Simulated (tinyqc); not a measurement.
A chain with uneven site energies and dephasing by Buettiker voltage probes: one step of the calculation.

Sites 1 to 4 form a chain with hopping -t. Lead L joins site 1 and lead R site 4, both semi-infinite chains with hopping -t and site energy 0. Every site carries a probe with self-energy -i Gamma_p/2 that draws no net current. Linear response at zero temperature: mu_L = 1, mu_R = 0 in units of the bias.

Question. Transmissions between terminals. With Gamma the broadening by one lead, T_RL = Gamma^2 |G_(4,1)|^2, T_pL = Gamma Gamma_p |G_(p,1)|^2, T_pR = Gamma Gamma_p |G_(p,4)|^2, T_pq = Gamma_p^2 |G_(p,q)|^2 for p != q.

Parameters, values chosen for the exercise:

| symbol | value | unit | meaning |
|---|---|---|---|
| gp | 0.31 | eV | probe broadening Gamma_p |

G (1/eV):
```
                         1                        2                       3                        4
1  -0.21716880-0.58445089i   0.14046317-0.26594387i  0.33748014+0.25684365i  -0.28289168+0.07493888i
2   0.14046317-0.26594387i  -0.18054869-0.39467636i  0.59073100-0.15994890i  -0.16323813+0.38948546i
3   0.33748014+0.25684365i   0.59073100-0.15994890i  0.31706844-0.53234818i   0.15553807+0.39827131i
4  -0.28289168+0.07493888i  -0.16323813+0.38948546i  0.15553807+0.39827131i   0.14097962-0.62866037i
```

Gamma = 1.9773720 eV

Give: T_RL; T_pL; T_pR; T_pq.

Answer.

T_RL = 0.33487

```
probe     T_pL     T_pR
1      0.23830  0.05250
2      0.05545  0.10932
3      0.11025  0.11206
4      0.05250  0.25444
```

T_pq:
```
          1         2         3         4
1  0.000000  0.008693  0.017285  0.008230
2  0.008693  0.000000  0.035994  0.017139
3  0.017285  0.035994  0.000000  0.017568
4  0.008230  0.017139  0.017568  0.000000
```

tinyqc, about 0.01 s, one thread, Intel Xeon 2.30GHz (shared host): `OMP_NUM_THREADS=1 python tinyqc.py 2700123 2700124 out.jsonl`
